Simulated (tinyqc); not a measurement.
Short-channel transistor, virtual-source model with series resistance: one step of the calculation.

The current per gate width is the charge at the top of the source barrier (the virtual source) times its velocity times a saturation function; al and be are fitting constants of the model. Units: I in uA/um, Rs in ohm um, so I Rs = 1e-6 I Rs in volts; Q in uC/cm^2, so I = 1e-4 Q vx0 Fsat with vx0 in cm/s.

Question. Current through the series resistance. Intrinsic voltages Vg' = Vgs - I Rs, Vd' = Vds - 2 I Rs. n = n0 + nd Vd', VT = VT0 - dl Vd', Ff = 1/(1 + exp((Vg' - VT + al Vt/2)/(al Vt))), Q = Cinv n Vt ln(1 + exp((Vg' - VT + al Vt Ff)/(n Vt))), Vdsat = (vx0 L/mu)(1 - Ff) + Vt Ff, Fsat = u/(1 + u^be)^(1/be) with u = Vd'/Vdsat, and I(out) = Q vx0 Fsat per width. (Fsat takes the sign of u.) I(new) = I + 0.5 (I(out) - I).

Parameters, values chosen for the exercise:
- T = 250 K (temperature)
- Cinv = 1.91 uF/cm^2 (inversion capacitance)
- vx0 = 1.95e7 cm/s (velocity at the virtual source)
- mu = 140 cm^2/(V s) (apparent mobility)
- L = 20 nm (channel length)
- VT0 = 0.359 V (threshold at zero drain voltage)
- dl = 0.163 V/V (drain-induced barrier lowering)
- n0 = 1.28 (subthreshold factor)
- nd = 0.1 1/V (growth of n with drain voltage)
- al = 3.5 (threshold shift (in units of Vt) from weak to strong inversion)
- be = 1.4 (sharpness of saturation)
- Rs = 200 ohm um (series resistance of each contact)
- Vgs = 0.55 V (gate voltage)
- Vds = 0.7 V (drain voltage)

Constants: q = 1.602176634e-19 C, kB = 1.380649e-23 J/K, Vt = kB T/q. Results are converted to the units shown.

I after iteration 1 = 479.82310 uA/um

Give: Vg'; Vd'; VT; Ff; Q; Vdsat; Fsat; I(out); I after iteration 2.

Answer.

Vg' = 0.4540 V
Vd' = 0.5081 V
VT = 0.2762 V
Ff = 0.05423
Q = 0.3476 uC/cm^2
Vdsat = 0.2646 V
Fsat = 0.7859
I(out) = 532.7 uA/um
I after iteration 2 = 506.3 uA/um

Numbers from tinyqc (`OMP_NUM_THREADS=1 python tinyqc.py 2380084 2380085 out.jsonl`; about 0.01 s on one thread of a shared Intel Xeon 2.30GHz).
